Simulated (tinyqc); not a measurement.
## Schottky emission and Poole-Frenkel conduction in an insulator, and how to tell them apart: activation energy against field

Schottky emission (electrode-limited): J = As T^2 exp[-(pb - b sqrt(F))/Vt], b = sqrt(q/(4 pi eps0 ei)). Poole-Frenkel emission (bulk-limited): J = s0 F exp[-(pt - 2 b sqrt(F))/Vt]. F in V/cm.

The activation energy is -d ln J/d(q/kB T) at fixed F.

Values chosen for this exercise; dielectric values close to those of silicon nitride: temperature T = 350 K; high-frequency relative permittivity ei = 3.81; trap depth pt = 1.14 eV; Poole-Frenkel prefactor s0 = 0.092 S/cm; electrode barrier pb = 1.06 eV; Richardson constant As = 57 A/(cm^2 K^2).

Constants: q = 1.602176634e-19 C, kB = 1.380649e-23 J/K, Vt = kB T/q, eps0 = 8.8541878128e-14 F/cm where lengths are in cm. Results are converted to the units shown.

Results:

| F (MV/cm) | sqrt(F) ((V/cm)^0.5) | J, Schottky (A/cm^2) | its Ea (eV) | J, Poole-Frenkel (A/cm^2) | its Ea (eV) |
|---|---|---|---|---|---|
| 0.2 | 447.2 | 6.801e-8 | 1.033 | 2.256e-10 | 0.9661 |
| 0.81 | 900.0 | 1.259e-6 | 0.9454 | 3.132e-7 | 0.7901 |
| 1.43 | 1196 | 8.476e-6 | 0.8878 | 2.506e-5 | 0.6750 |
| 2.04 | 1428 | 3.793e-5 | 0.8427 | 7.156e-4 | 0.5847 |
| 2.66 | 1631 | 1.400e-4 | 0.8033 | 0.01272 | 0.5059 |
| 3.89 | 1972 | 0.001264 | 0.7369 | 1.516 | 0.3731 |
| 4.5 | 2121 | 0.003304 | 0.7079 | 11.98 | 0.3152 |

Estimate the missing row, F = 3.27 MV/cm.

Computed row:

| F (MV/cm) | sqrt(F) ((V/cm)^0.5) | J, Schottky (A/cm^2) | its Ea (eV) | J, Poole-Frenkel (A/cm^2) | its Ea (eV) |
|---|---|---|---|---|---|
| 3.27 | 1808 | 4.393e-4 | 0.7688 | 0.1539 | 0.4369 |

With this row back in the table: Both activation energies fall linearly in sqrt(F), the Poole-Frenkel one twice as fast (0.966 to 0.315 eV against 1.03 to 0.708 eV). They extrapolate to pt = 1.14 eV and to pb + 2 kB T = 1.12 eV, the 2 kB T coming from the T^2. The smaller current changes from one mechanism to the other between F = 0.81 and 1.43 MV/cm. For F = 2.04, 2.66, 3.27, 3.89, 4.5 a Fowler-Nordheim estimate for tunnelling through pb with a mass of 0.4 m0 exceeds the Schottky current, so tunnelling, left out here, would compete. For F = 2.04, 2.66, 3.27, 3.89, 4.5 a Fowler-Nordheim estimate for tunnelling through pb with a mass of 0.4 m0 exceeds the Poole-Frenkel current, so tunnelling, left out here, would compete.

Computed by the program tinyqc: `OMP_NUM_THREADS=1 python tinyqc.py 2370089 2370090 out.jsonl`, one thread of a shared Intel Xeon 2.30GHz, about 0.01 s for the whole run.
